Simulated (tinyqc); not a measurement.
Silicon n-p-n transistor, Gummel numbers and transit times: one step of the calculation.

One-dimensional n-p-n transistor in the forward active mode at low injection. In the base p(x) = NB exp(-eta x/wb) and ni(x)^2 = ni^2 exp((g0 + g1 x/wb)/Vt); electrons leave the base at vsat; band spikes at the emitter junction and recombination inside the emitter are ignored.

Task. Base Gummel number and transit time. f(x) = p(x) ni^2/ni(x)^2; I(x) = integral from x to wb of f/Dn, plus f(wb)/vsat; base Gummel number GB = I(0); electron density per unit flux n/(J/q) = I/f; base transit time tauB = integral of I/f over the base. Trapezoid rule on 10 equal steps.

Inputs (values chosen for the exercise); band and dielectric values close to those of silicon: temperature T = 250 K; saturation velocity vsat = 9.85e6 cm/s; neutral base width wb = 260 nm; base doping at the emitter edge NB = 1.5e18 cm^-3; doping falls as exp(-eta x/wb) eta = 0; gap reduction at the emitter edge of the base g0 = 0 eV; further gap reduction across the base (linear) g1 = 0 eV; electron diffusion coefficient in the base Dn = 9.2 cm^2/s.

Constants: q = 1.602176634e-19 C, kB = 1.380649e-23 J/K, Vt = kB T/q. Results are converted to the units shown.

Find: x; f; I; I/f; GB; tauB.

Result.

| point | x (nm) | f (cm^-3) | I (s/cm^4) | I/f (s/cm) |
|---|---|---|---|---|
| 0 | 0.00 | 1.5000e18 | 4.3914e12 | 2.9276e-6 |
| 1 | 26.00 | 1.5000e18 | 3.9675e12 | 2.6450e-6 |
| 2 | 52.00 | 1.5000e18 | 3.5436e12 | 2.3624e-6 |
| 3 | 78.00 | 1.5000e18 | 3.1197e12 | 2.0798e-6 |
| 4 | 104.00 | 1.5000e18 | 2.6958e12 | 1.7972e-6 |
| 5 | 130.00 | 1.5000e18 | 2.2718e12 | 1.5146e-6 |
| 6 | 156.00 | 1.5000e18 | 1.8479e12 | 1.2320e-6 |
| 7 | 182.00 | 1.5000e18 | 1.4240e12 | 9.4935e-7 |
| 8 | 208.00 | 1.5000e18 | 1.0001e12 | 6.6674e-7 |
| 9 | 234.00 | 1.5000e18 | 5.7620e11 | 3.8413e-7 |
| 10 | 260.00 | 1.5000e18 | 1.5228e11 | 1.0152e-7 |

GB = 4.3914e12 s/cm^4
tauB = 39.379 ps

Range of the model: Heavy doping makes emitter or base degenerate; gE and g0 are to be read as apparent gap changes that include this.

tinyqc, about 0.01 s, one thread, Intel Xeon 2.30GHz (shared host): `OMP_NUM_THREADS=1 python tinyqc.py 2320072 2320073 out.jsonl`
